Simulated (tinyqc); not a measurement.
From results back to parameters: density of states of one tight-binding band on the simple cubic lattice. Four cases, with inputs chosen for the exercise.

Problem. For E(k) = -2 t (c1 + c2 + c3) - 4 t2 (c1 c2 + c2 c3 + c3 c1), ci = cos(2 pi ki), two differences between symmetry points are known: Gamma = (0, 0, 0), X = (1/2, 0, 0), M = (1/2, 1/2, 0), R = (1/2, 1/2, 1/2).

Find: t; t2; E(R) - E(M).

Method. E(Gamma) = -6t - 12 t2, E(X) = -2t + 4 t2, E(M) = 2t + 4 t2, E(R) = 6t - 12 t2.

Case 1.

E(X) - E(Gamma) = 3.7600 eV
E(M) - E(X) = 3.7600 eV

Solution.

t = 0.940 eV
t2 = 0.000 eV
E(R) - E(M) = 3.760 eV

Case 2.

E(X) - E(Gamma) = 1.6400 eV
E(M) - E(X) = 2.1200 eV

Solution.

t = 0.530 eV
t2 = -0.030 eV
E(R) - E(M) = 2.600 eV

Case 3.

E(X) - E(Gamma) = 2.1600 eV
E(M) - E(X) = 8.5600 eV

Solution.

t = 2.140 eV
t2 = -0.400 eV
E(R) - E(M) = 14.960 eV

Case 4.

E(X) - E(Gamma) = 3.2400 eV
E(M) - E(X) = 5.1600 eV

Solution.

t = 1.290 eV
t2 = -0.120 eV
E(R) - E(M) = 7.080 eV

Computed by tinyqc, one run a case: `OMP_NUM_THREADS=1 python tinyqc.py N N+1 out.jsonl` with N = 1682330, 1682389, 1682454, 1682545; one thread of a shared Intel(R) Xeon(R) Processor @ 2.30GHz, about 0.3 s a run at most.
